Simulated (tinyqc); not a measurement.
Self-heating of a transistor with one or more fingers, with temperature-dependent conductivity: one step, computed by the program tinyqc. Command: `OMP_NUM_THREADS=1 python tinyqc.py 3000980 3000981 out.jsonl selfheat walk`. One thread of a shared host (Intel(R) Xeon(R) Processor @ 2.30GHz), about 0.06 s of CPU time with the checks.

N long parallel fingers lie on the top face of a slab whose bottom is held at T_0; the top is otherwise insulated, and heat flows in two dimensions. P in W/mm is 1000 P in W/m.

Question. Linear temperature rise of each finger. theta_i = (P/(pi kappa_0)) [g_0 + sum over j != i of g(|i - j| s)], with equal powers and constant conductivity; thermal resistance = largest theta/P.

Inputs (values chosen for the exercise, modelled on gallium arsenide): conductivity at the base temperature kappa_0 = 46.5 W/(m K); power per gate width P = 0.82 W/mm; fingers N = 8.

Power: fixed power.

own factor g_0 = 6.945347

g(j s), j = 1..7: [0.9125726, 0.3688744, 0.1560827, 0.0665451, 0.0284097, 0.0121318, 0.0051808]

Give: theta of each finger; largest theta; thermal resistance.

Answer.

theta of each finger (K): [47.68, 52.78, 54.78, 55.50, 55.50, 54.78, 52.78, 47.68]

largest theta = 55.50 K

thermal resistance = 67.68 K mm/W

The neighbours supply 30 % of the rise of the hottest finger, which runs 7.8 K above the outer ones.
